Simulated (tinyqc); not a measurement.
Inside a calculation. Method: Hubbard ring of 4 sites. Computed by tinyqc, a small Python program that keeps every step. Settings: hopping = 1.26, U = 6.5, mixing = 0.2, iteration cap = 70. Command: `OMP_NUM_THREADS=1 python tinyqc.py 23524 23525 out.jsonl` (the two numbers bound the seeds that draw the settings). One thread of a shared host (Intel(R) Xeon(R) Processor @ 2.60GHz), about 0.2 s of CPU time with the checks. Later iterations appear only in the table of the cycle.

## Mean-field iteration 1

one-body matrix (hopping and site energies) (eV), lower triangle:
```
          1         2         3        4
1  -0.53000
2  -1.26000  -0.31000
3   0.00000  -1.26000   0.54000
4  -1.26000   0.00000  -1.26000  0.78000
```

U = 6.50000 eV

electrons, up and down: 2  2

mixing = 0.20000

n(up) at the start (a guess, not normalised): 1 0.55000, 2 0.45000, 3 0.55000, 4 0.45000

n(down) at the start (a guess): 1 0.45000, 2 0.55000, 3 0.45000, 4 0.55000

H(up) = T + U n(down), H(down) = T + U n(up); fill the lowest levels; n(new) = n + mixing (n(out) - n); E = tr T (rho up + rho down) + U sum n_up n_down of the output.

levels, up (eV): 0.69720  2.95297  3.78567  6.04416

levels, down (eV): 0.72905  3.14909  3.59156  6.01030

energy = 0.45845 eV

n(up) after iteration 1: 1 0.61252, 2 0.42551, 3 0.57469, 4 0.38728

n(down) after iteration 1: 1 0.44267, 2 0.61105, 3 0.38911, 4 0.55717

## Mean-field iteration 2

As before.

levels, up (eV): 0.70835  2.73265  4.00605  6.03295

levels, down (eV): 0.73103  2.89849  3.84257  6.00791

energy = -0.32886 eV

n(up) after iteration 2: 1 0.66025, 2 0.38835, 3 0.61199, 4 0.33941

n(down) after iteration 2: 1 0.40947, 2 0.65877, 3 0.34155, 4 0.59021

## Convergence

Each step fills the lowest levels of T + U n(other spin) and sets n(new) = n + mixing (n(out) - n); stop when output and input agree to 1e-8.

Course of the cycle:
```
iteration      E (eV)  largest |n(out) - n(in)|  mean |n_up - n_down|
1           0.4584498                  3.14e-01               0.48859
2          -0.3288573                  2.39e-01               0.59217
3          -0.6366344                  2.02e-01               0.64764
4          -0.8473440                  1.79e-01               0.69111
5          -0.9982640                  1.67e-01               0.72596
6          -1.1055657                  1.53e-01               0.75381
7          -1.1809700                  1.37e-01               0.77601
8          -1.2334979                  1.21e-01               0.79370
9          -1.2698978                  1.05e-01               0.80782
10         -1.2950579                  9.14e-02               0.81913
11         -1.3124373                  7.88e-02               0.82824
...               ...                       ...                   ...
60         -1.3517138                  1.65e-05               0.86977
61         -1.3517138                  1.39e-05               0.86977
62         -1.3517138                  1.16e-05               0.86977
63         -1.3517138                  9.76e-06               0.86977
64         -1.3517138                  8.19e-06               0.86977
65         -1.3517138                  6.87e-06               0.86977
66         -1.3517138                  5.76e-06               0.86977
67         -1.3517138                  4.83e-06               0.86977
68         -1.3517138                  4.05e-06               0.86977
69         -1.3517138                  3.40e-06               0.86977
70         -1.3517138                  2.85e-06               0.86977
```

Not converged within 70 iterations: the residual falls steadily but slowly, by a factor of about 0.84 a step. The lowest mean-field energy found from random starts is -1.35171 eV. Reruns (cap 100 unless said): mixing 0.5: converged in 36 (E = -1.35171); mixing 0.9: converged in 16 (E = -1.35171); the original settings with a cap of 400: converged in 103 (E = -1.35171).

## Exact diagonalisation (36 states)

Lowest levels of the sector, and the double occupancy of the lowest state.

lowest levels (eV): -1.81734  -1.40671  -0.56531  -0.40027  -0.38339  0.48000

double occupancy per site = 0.05750

## The lowest level by Lanczos steps

From a random start vector (not printed): a_j = <q_j|H|q_j>, b_j = norm of the remainder after orthogonalising; the Ritz value is the lowest eigenvalue of the tridiagonal matrix of a and b so far.

Lanczos:
```
j   a_j (eV)  b_j (eV)  lowest Ritz value (eV)
1    5.67358   4.72637               5.6735771
2    5.89696   5.61966               1.0575825
3    7.86203   3.75114              -1.0073199
4    8.85518   5.09876              -1.3329210
5    6.85846   5.43987              -1.4879729
6    6.75273   4.08239              -1.6886304
7    9.37906   3.68453              -1.7908888
8    8.71788   3.67683              -1.8104605
9    7.72933   4.64148              -1.8141549
10   8.31375   3.97473              -1.8154839
```
